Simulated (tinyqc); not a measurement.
Voltage drop against the resistance from a pad node to the supply.

A grid of 13 by 13 nodes with segments Rx (rows) and Ry (columns); every node draws I1 and the central node kh I1; pads with resistance Rp sit at the nodes whose row and column are multiples of the pitch, counting from 0. The drops u = Vdd - V follow from G u = i, with G the conductance matrix and i the load currents, solved directly. Here the pitch is 6.

Parameters, values chosen for the exercise: supply voltage Vdd = 0.7 V; resistance of a horizontal segment Rx = 0.98 ohm; resistance of a vertical segment Ry = 0.15 ohm; factor on the load at the hot node kh = 5; load current of a node in the large grid I1 = 1 mA.

Results:
columns A: Rp (ohm); B: pads; C: worst drop (mV); D: mean drop (mV); E: largest drop at a pad (mV); F: largest pad current (mA); G: worst drop over Vdd (%)
```
A       B      C      D       E      F       G
0.0079  9  6.173  4.360  0.2917  36.92  0.8818
0.016   9  6.353  4.535  0.5810  36.31  0.9075
0.063   9  7.376  5.533   2.115  33.57   1.054
0.13    9  8.789  6.920   4.032  31.01   1.256
0.25    9  11.25  9.347   7.071  28.28   1.607
0.5     9  16.29  14.30   12.72  25.44   2.327
```

Estimate the missing row, Rp = 0.031 ohm.

Computed row:
columns A: Rp (ohm); B: pads; C: worst drop (mV); D: mean drop (mV); E: largest drop at a pad (mV); F: largest pad current (mA); G: worst drop over Vdd (%)
```
A      B      C      D      E      F       G
0.031  9  6.683  4.856  1.095  35.31  0.9547
```

With this row back in the table: The worst drop rises from 6.17 to 16.3 mV and the mean drop rises from 4.36 to 14.3 mV. The worst drop goes as Rp^(0.04) between the first two rows and Rp^(0.53) between the last two. The central node is itself a pad.

tinyqc, about 0.07 s, one thread, Intel Xeon 2.30GHz (shared host): `OMP_NUM_THREADS=1 python tinyqc.py 2770122 2770123 out.jsonl`
